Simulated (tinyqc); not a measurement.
Changing the step-edge barrier E_s: epitaxial growth on a vicinal surface: Burton-Cabrera-Frank step flow, step-edge barrier and island nucleation. Computed by tinyqc, a small Python program. Command: `OMP_NUM_THREADS=1 python tinyqc.py 3014479 3014480 out.jsonl stepflow sweep`. One thread of a shared host (Intel(R) Xeon(R) Processor @ 2.30GHz), about 0.02 s of CPU time with the checks.

Adatoms land at rate F, hop on a square grid (a simplification for hexagonal faces), desorb, or join steps. Lengths are in units of a and n is the adatom coverage. Steps ascend at x = 0 and descend at x = l.

Inputs (values chosen for the exercise, close to those used for Si(001)):
```
quantity                     value      unit
site spacing a                3.84  angstrom
step height h                 1.36  angstrom
diffusion barrier E_d        0.681        eV
desorption energy E_a         2.83        eV
adatom formation energy E_f   1.34        eV
attempt frequency nu             1       THz
deposition rate F             0.72  layers/s
miscut angle                     2   degrees
temperature T                  730         C
```

Constants: k_B = 8.617333262e-05 eV/K.

Method:
- D = nu exp(-E_d/(k_B T)) (a^2/s, nu counted per direction); tau = exp(E_a/(k_B T))/nu; x_s = sqrt(D tau); n_eq = exp(-E_f/(k_B T)); terrace width l = h/(a tan(miscut)); Schwoebel length l_s = exp(E_s/(k_B T)) - 1.
- Temperatures in kelvin are T(C) + 273.15.
- D n'' - n/tau + F = 0 with n(0) = n_eq and -l_s n'(l) = n(l) - n_eq. With u = n - F tau, A = n_eq - F tau, y = l/x_s, s = l_s/x_s: u = A cosh(x/x_s) + B sinh(x/x_s), B = A (1 - cosh y - s sinh y)/(sinh y + s cosh y). Flux into the ascending step J+ = D B/x_s, over the descending one J- = -(D/x_s)(A sinh y + B cosh y); step velocity J+ + J-; growth rate (J+ + J-)/l. For small y: J+ + J- = (F - n_eq/tau) l, J-/J+ = l/(l + 2 l_s).
- The coverage peaks where n' = 0, tanh(x/x_s) = -B/A.

One run for each value; columns: (1) step-edge barrier E_s (eV); (2) J- (atoms per step site and s); (3) J+ (atoms per step site and s); (4) peak coverage; (5) position of the peak (a); (6) Schwoebel length l_s (a):
```
(1)     (2)    (3)        (4)    (5)        (6)
0.00  3.651  3.651  2.097e-07  5.071          0
0.05  3.389  3.913  2.134e-07  5.435  7.832e-01
0.10  3.005  4.297  2.191e-07  5.968  2.180e+00
0.15  2.500  4.802  2.276e-07  6.670  4.670e+00
0.20  1.923  5.379  2.383e-07  7.471  9.111e+00
0.30  0.897  6.405  2.605e-07  8.896  3.115e+01
0.40  0.332  6.970  2.743e-07  9.680  1.012e+02
0.50  0.111  7.191  2.801e-07  9.988  3.241e+02
```

Over the rows, J- (atoms per step site and s) falls from 3.65 to 0.111; J+ (atoms per step site and s) rises from 3.65 to 7.19; peak coverage rises from 2.10e-7 to 2.80e-7. The barrier matters once l_s is comparable with l; in the limit the descending step reflects, the peak moves to x = l and the excess coverage is four times as large when desorption is weak.

Extremes, crossings and ranges named in words are read from the listed rows.
